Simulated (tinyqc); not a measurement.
# Resistance of a source-drain extension with a graded tip: two studies

y runs along the channel, the gate covers y > 0. The doping is N0 for y < y0 and N0 10^(-(y - y0)/la) beyond, uniform over the depth xj. Sheet conductance s(y) = q mu(N) max(N - Nch, 0) xj + (for y > 0) ma Cox Vo, with mu(N) = u0 + (u1 - u0)/(1 + (N/Nr)^au) and Cox = eps0 eox/tox. Current is taken as one-dimensional; depletion of the tip, spreading and the contact are left out. The metallurgical junction lies at yj, where N = Nch.

Parameters, values chosen for the exercise; mobility law close to that of electrons in silicon:
- eox = 3.9 (relative permittivity of the gate insulator (close to silicon dioxide))
- tox = 3.2 nm (insulator thickness)
- N0 = 1.5e20 cm^-3 (active doping of the extension far from the gate)
- la = 3.9 nm/decade (lateral abruptness)
- y0 = 3.6 nm (position under the gate where the fall begins (gate edge at 0))
- xj = 27 nm (depth of the extension)
- Nch = 4.7e17 cm^-3 (channel doping)
- Ls = 24 nm (spacer length)
- Vo = 0.8 V (gate overdrive)
- ma = 120 cm^2/(V s) (mobility of the gate-induced layer)
- u1 = 1414 cm^2/(V s) (mobility at low doping)
- u0 = 68.5 cm^2/(V s) (mobility at high doping)
- Nr = 9.2e16 cm^-3 (reference doping)
- au = 0.711 (exponent)
- Lg = 90 nm (gate length)

Constants: q = 1.602176634e-19 C, eps0 = 8.8541878128e-14 F/cm where lengths are in cm. Results are converted to the units shown.

Each table varies one quantity; the others keep the values above.

## Abruptness at a fixed junction position

R_spacer = integral of dy/s from -Ls to 0, R_ov from 0 to yj, R_channel = (Lg - 2 yj)/(ma Cox Vo), R_total = 2 R_spacer + 2 R_ov + R_channel. Electrical length L_eff = ma Cox dR_total/d(1/Vo); R_series = R_total - L_eff/(ma Cox Vo). y0 is moved with la so that yj stays at 13.366 nm.

The same in every row: yj (nm) = 13.37; R_channel (ohm um) = 610.7.

Abruptness at a fixed junction position:
```
la (nm/decade)  R_spacer (ohm um)  R_ov (ohm um)  R_total (ohm um)  L_eff (nm)  R_series (ohm um)
1                           4.917          9.044             638.7       64.00              20.85
2.3                         4.917          17.32             655.2       64.94              28.35
3.6                         4.917          25.59             671.7       65.88              35.85
4.9                         4.917          33.86             688.3       66.81              43.35
6.1                         5.082          41.34             703.6       67.68              50.30
7.4                         6.257          48.53             720.3       68.59              58.17
8.7                         8.676          54.68             737.4       69.48              66.78
10                          12.32          59.90             755.2       70.31              76.46
```

What does the table show?

As la goes from 1 to 10 nm/decade, R_total rises from 639 to 755 ohm um, R_spacer rises from 4.92 to 12.3 ohm um and R_ov rises from 9.04 to 59.9 ohm um. R_total changes on average by 12.9 ohm um for each nm/decade. L_eff exceeds the metallurgical length by 0.732 nm in the first row and 7.04 nm in the last, since the gate also controls the lightly doped tips.

## Effect of the gate overdrive

Same model as above.

The same in every row: yj (nm) = 13.37; R_spacer (ohm um) = 4.917.

Effect of the gate overdrive:
```
Vo (V)  R_ov (ohm um)  R_channel (ohm um)  R_total (ohm um)  L_eff (nm)  R_series (ohm um)
0.15            54.99                3257              3377       63.99              82.50
0.3             42.60                1629              1724       64.59              61.05
0.45            35.96                1086              1168       65.10              50.28
0.6             31.58               814.3             887.3       65.56              43.54
0.75            28.38               651.5             718.1       65.96              38.85
0.9             25.92               542.9             604.6       66.33              35.36
1.05            23.94               465.3             523.0       66.68              32.66
1.2             22.30               407.2             461.6       66.99              30.49
```

As Vo goes from 0.15 to 1.2, R_total falls from 3380 to 462 ohm um, L_eff rises from 64.0 to 67.0 nm and R_series falls from 82.5 to 30.5 ohm um. Both extracted quantities depend on the overdrive at which they are taken.

Program tinyqc, `OMP_NUM_THREADS=1 python tinyqc.py 2282010 2282011 out.jsonl`; Intel Xeon 2.30GHz, shared host, one thread, about 0.05 s.
